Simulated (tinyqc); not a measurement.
What each parameter does: Weaire-Thorpe hybrids on a Bethe lattice: gap and dangling bond of an amorphous tetrahedral solid.

Four sp3 hybrids an atom at energy 0, coupled by -V1 on the atom and by -V2 along a bond; the bonds form a tree (no rings). For any network the gap runs at least from -V2 + V1 to V2 - 3 V1, and p-like states pile up at -V2 + V1 and V2 + V1. On the tree the gap is wider: it ends at Ec = -V1 + sqrt(V2^2 + 4 V1^2 - 2 sqrt3 V1 V2), which makes it well wider than the gaps of the real glasses. A branch seen from a hybrid has the self-energy S = V2^2 g, where g is the Green function of the hybrid across the bond, whose three partners carry S themselves. With a = z - V1, b = a - S: g = 1/(a + V1 b/(b + 3 V1)), z = E + i eta. A full atom has G = (1/b)(b + 3 V1)/(b + 4 V1) per hybrid; a dangling hybrid with shift dh has G = 1/(1/g - dh).

Inputs chosen for the exercise (out of a larger set: of the size of tabulated hybrid energies for amorphous silicon; not measured data): V1 = 1.85 eV (coupling of two hybrids on one atom); V2 = 4.3 eV (coupling of the two hybrids of a bond); dh = -0.2 eV (shift of the dangling hybrid (rehybridisation)).

Ev = -V2 + V1, conduction edge of the tree -V1 + sqrt(V2^2 + 4 V1^2 - 2 sqrt3 V1 V2), and the level that solves 1/g(E) = dh for eta = 0.

One parameter was then changed.

Results before and after:

| case | Ev (eV) | Ec (eV) | level (eV) | weight |
|---|---|---|---|---|
| base | -2.4500 | 0.3001 | -0.0931 | 0.485 |
| changed | -2.6000 | 0.3803 | -0.0999 | 0.517 |

Which of these changes was made? (a) V2 = 4.45 eV; (b) V1 = 1.77 eV; (c) dh = -0.3 eV.
Answer: (a) V2 = 4.45 eV. Of the candidates, run in turn, only this one gives the changed row.

All candidates:

| case | Ev (eV) | Ec (eV) | level (eV) | weight |
|---|---|---|---|---|
| base | -2.4500 | 0.3001 | -0.0931 | 0.485 |
| V1 = 1.77 eV | -2.5300 | 0.3879 | -0.1020 | 0.527 |
| V2 = 4.45 eV | -2.6000 | 0.3803 | -0.0999 | 0.517 |
| dh = -0.3 eV | -2.4500 | 0.3001 | -0.1425 | 0.502 |

Run: tinyqc, `OMP_NUM_THREADS=1 python tinyqc.py 1451899 1451900 out.jsonl`; Intel(R) Xeon(R) Processor @ 2.30GHz, one thread, shared host; about 0.02 s of CPU time with all checks.
